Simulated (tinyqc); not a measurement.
Carrier lifetime from Shockley-Read-Hall, radiative, Auger and surface recombination: one step, computed by the program tinyqc. Command: `OMP_NUM_THREADS=1 python tinyqc.py 3019866 3019867 out.jsonl lifetime walk`. One thread of a shared host (Intel(R) Xeon(R) Processor @ 2.30GHz), about 0.02 s of CPU time with the checks.

Energies are counted from the top of the valence band. Boltzmann statistics, full ionisation, and equal excess densities of electrons and holes.

Task: Lifetimes at the given injection. With n = n_0 + dn, p = p_0 + dn and U/dn = 1/tau: (n p - n_i^2)/dn = n_0 + p_0 + dn = s; 1/tau_SRH = s/[tau_p0 (n + n1) + tau_n0 (p + p1)]; 1/tau_rad = B s; 1/tau_Aug = (C_n n + C_p p) s; the rates add. Radiative efficiency = tau_eff/tau_rad; effective diffusion length = sqrt(D tau_eff).

Inputs (values chosen for the exercise, with bands modelled on ZnSe):
```
quantity                   value    unit
temperature T                250       K
doping N                 4.6e+17   cm^-3
radiative coefficient B  6.5e-11  cm^3/s
Auger coefficient C_n    1.5e-31  cm^6/s
Auger coefficient C_p    9.1e-32  cm^6/s
excess density dn        4.5e+14   cm^-3
diffusion coefficient D      3.4  cm^2/s
```

Doping: n-type. Surface term: none.

n_0 = 4.60e+17 cm^-3

p_0 = 6.654892e-37 cm^-3

tau_p0 = 8.085096e-09 s

n1 = 2.458858e+13 cm^-3

tau_n0 = 4.147963e-07 s

p1 = 1.244988e-32 cm^-3

Give: tau_SRH at dn; tau_rad at dn; tau_Aug at dn; effective lifetime at dn; radiative efficiency at dn; effective diffusion length at dn.

Result:

tau_SRH at dn = 8.491e-09 s

tau_rad at dn = 3.341e-08 s

tau_Aug at dn = 3.143e-05 s

effective lifetime at dn = 6.769e-09 s

radiative efficiency at dn = 0.2026

effective diffusion length at dn = 1.517 micrometre

Caution: the doping is near the effective density of states, where Boltzmann statistics fail and the gap narrows.
